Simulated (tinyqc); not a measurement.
Worked calculation: static screening by free carriers. Values are carried at full precision from step to step, so a last printed digit may differ when a step is redone from the rounded ones.

kF = (3 pi^2 n/Mv)^(1/3), EF = c kF^2/m with c = hbar^2/2m0, n in 1/angstrom^3 (1e-24 per 1/cm^3), e2 = e^2/(4 pi eps0). Thomas-Fermi: qTF^2 = 6 pi e2 n/(eps EF). Debye: qD^2 = 4 pi e2 n/(eps kB T).

Constants: hbar^2/2m0 = 3.80998211 eV angstrom^2; e^2/(4 pi eps0) = 14.39964547 eV angstrom; kB = 8.617333262e-05 eV/K; a0 (Bohr radius) = 0.5291772105 angstrom; hbar = 6.58211957e-16 eV s.

Values chosen for the exercise (near those of Si; not measured data):
- n = 1.3e+18 1/cm^3 (carrier density)
- m = 0.3227 m0 (mass of one isotropic valley)
- Mv = 6 (valleys)
- eps = 11.7 (background dielectric constant)
- T = 77 K
- q = 0.0372 1/angstrom (wave vector)
- aD = 19.7 angstrom (trial radius)
- NI = 2e+18 1/cm^3 (ionised impurities)

## Fermi and screening wave vectors

Also the effective Bohr radius aB = a0 eps/m and rs = (3/(4 pi n))^(1/3)/aB.

kF = 0.018581 1/angstrom
EF at 0 K = 4.076 meV
EF/kT = 0.614
qTF = 0.086015 1/angstrom
qD = 0.055046 1/angstrom
aB = 19.19 angstrom
rs = 2.96

The gas is partly degenerate; neither limit is exact, and the true screening wave vector lies below both.

## Screening at finite temperature

F_j(eta) = (1/Gamma(j + 1)) integral_0^infinity x^j dx/(1 + exp(x - eta)), which tends to exp(eta) for eta << 0.

At finite T: qs^2 = qD^2 F_-1/2(eta)/F_1/2(eta), where n = Mv N F_1/2(eta) and N = 2 (m kB T/(4 pi c))^(3/2) with c = hbar^2/2m0, in 1/angstrom^3; times 1e24 for 1/cm^3.

Solve for eta and form qs.

n/(Mv N) = 0.3622
eta = -0.888
qs = 0.05186 1/angstrom
screening length 1/qs = 19.28 angstrom

qs is 0.942 of the Debye value and 0.603 of the Thomas-Fermi value.

## Lindhard function at one q

Lindhard at zero temperature: eps(q)/eps = 1 + (qTF/q)^2 L(x), x = q/(2 kF), L(x) = 1/2 + ((1 - x^2)/(4x)) ln|(1 + x)/(1 - x)|.

Compare with Thomas-Fermi, 1 + (qTF/q)^2.

x = 1.0010
L(x) = 0.4961
eps(q)/eps, Lindhard = 3.653
eps(q)/eps, Thomas-Fermi = 6.346

The carriers respond with 50 % of their long-wave strength at this q, beyond 2 kF, where no pair of states on the Fermi surface is joined by q. The zero-temperature form is an exercise here: at the temperature of this gas EF is only 0.61 kT.

## A donor in the screened potential

Donor in the screened potential -(e2/eps) exp(-qs r)/r with the trial function exp(-r/a): E(a) = c/(m a^2) - (e2/eps) 4/(a (2 + qs a)^2), e2 = e^2/(4 pi eps0), c = hbar^2/2m0; isotropic mass.

Evaluate both terms at a = aD.

kinetic term = 30.422 meV
potential term = -27.371 meV
E(aD) = 3.051 meV
unscreened level -m Ry/eps^2 (Ry = 13.60569312 eV) = -32.074 meV

This trial radius gives no binding, but a = 37.8 angstrom does, with E = -0.04 meV.

## Ionised-impurity scattering at E = 3 kT

Brooks-Herring rate for an electron of energy E: 1/tau = NI (pi e2^2/(eps^2 hbar)) (sqrt(c/m)/E^(3/2)) Phi(b), with Phi = ln(1 + b) - b/(1 + b), b = (2k/qs)^2, k^2 = m E/c, NI in 1/angstrom^3.

e2 = e^2/(4 pi eps0), c = hbar^2/2m0; mobility estimate mu = tau/(m m0/e) with m0/e = 5.685630e-12 kg/C, times 1e4 for cm^2/(V s).

b = 2.508
Phi = 0.5401
1/tau = 9.55e+12 1/s
mu at this energy = 570 cm^2/(V s)

b is not large: the electron wavelength is comparable with the screening length, outside the regime that the Brooks-Herring formula is meant for.

## Checks

- Scattering rate against the golden-rule integral over angles (1/s): both 9.554e+12.
- L(x) at x = 0.7 against the integral over the Fermi sphere: both 0.81595.

Computed by tinyqc, a small Python program: `OMP_NUM_THREADS=1 python tinyqc.py 1651849 1651850 out.jsonl` (the numbers bound the seed that draws the inputs); one thread of a shared host (Intel(R) Xeon(R) Processor @ 2.30GHz), about 0.01 s for the whole set of steps.
